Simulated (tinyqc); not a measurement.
Quasi-harmonic thermal expansion with mode Grueneisen parameters: one step, computed by the program tinyqc. Command: `OMP_NUM_THREADS=1 python tinyqc.py 3019006 3019007 out.jsonl qha walk`. One thread of a shared host (Intel(R) Xeon(R) Processor @ 2.30GHz), about 0.02 s of CPU time with the checks.

A crystal with two atoms a cell; per atom there are 1 transverse acoustic (TA), 1/2 longitudinal acoustic (LA) and 3/2 optical (O) modes. Every frequency of group i scales as nu_i (V/V0)^(-gamma_i). Each group has one frequency. Static energy: E = (9 V0 B0/16) [y^3 B' + y^2 (2 - 4 y)], y = (V0/V)^(2/3) - 1, with pressure P_s = (3 B0/2) (z^7 - z^5) [1 + (3/4)(B' - 4)(z^2 - 1)], z = (V0/V)^(1/3).

Task: Properties at the equilibrium volume. For a mode with x = h nu/(k_B T), n = 1/(exp(x) - 1): U = h nu (n + 1/2), C/k_B = x^2 n (n + 1); U_i and C_i sum these over group i with its weight per atom. Phonon pressure P_ph = sum_i gamma_i U_i/V. B_T = -V d(P_s + P_ph)/dV at fixed T (central difference, step 1e-4 V); alpha_V = sum gamma_i C_i k_B/(B_T V), all at V(T); the linear coefficient is alpha_L = alpha_V/3. C_P - C_V = alpha_V^2 B_T V T; the optical frequency is nu_O (V/V0)^(-gamma_O).

Inputs (values chosen for the exercise, for a model crystal): static volume V0 = 27.9 angstrom^3/atom; static bulk modulus B0 = 144 GPa; static B' = 5.28; frequency nu_TA = 5.64 THz; frequency nu_LA = 8.78 THz; frequency nu_O = 20 THz; Grueneisen parameter gamma_TA = -0.19; Grueneisen parameter gamma_LA = 1.5; Grueneisen parameter gamma_O = 1.6; temperature T = 800 K.

Acoustic groups: Einstein.

volume V(T) = 28.15404 angstrom^3/atom

Constants: h x 1 THz = 4.135667696 meV; k_B = 8.617333262e-05 eV/K; 1 eV/angstrom^3 = 160.2176634 GPa.

Give: volume change from V0; isothermal bulk modulus B_T; linear expansion coefficient; C_V; C_P - C_V; optical frequency at V(T).

Result:

volume change from V0 = 0.9105 %

isothermal bulk modulus B_T = 138.9 GPa

linear expansion coefficient = 3.160 ppm/K

C_V = 2.816 k_B/atom

C_P - C_V = 0.02035 k_B/atom

optical frequency at V(T) = 19.71 THz
